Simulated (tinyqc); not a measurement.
Bloch-Grueneisen resistivity of a metal: one step, computed by the program tinyqc. Command: `OMP_NUM_THREADS=1 python tinyqc.py 3014878 3014879 out.jsonl bg walk`. One thread of a shared host (Intel(R) Xeon(R) Processor @ 2.30GHz), about 0.01 s of CPU time with the checks.

Electrons scatter from a Debye spectrum of phonons (n = 5 for scattering within one band, n = 3 for scattering into a second, heavy band) and from static defects.

Problem. The integral and the phonon part. J_n(y) = int_0^y x^n e^x/(e^x - 1)^2 dx, by 96 Gauss-Legendre points (upper limit at most 60). rho_ph = (n - 1) rho_1 (T/Theta)^n J_n(Theta/T), with rho_1 = 2 pi lambda_tr k_B Theta/(hbar eps_0 w_p^2), the high-temperature line at T = Theta.

Inputs (values chosen for the exercise, modelled on molybdenum): exponent n = 5; Debye temperature Theta = 362 K; temperature T = 77 K.

Addition: T^2 term.

rho_1 = 7.149845 microohm cm

Give: Theta/T; J_n; phonon resistivity rho_ph.

Solution.

Theta/T = 4.701

J_n = 43.89

phonon resistivity rho_ph = 0.5466 microohm cm

This is 35.9 % of the straight line rho_1 T/Theta.
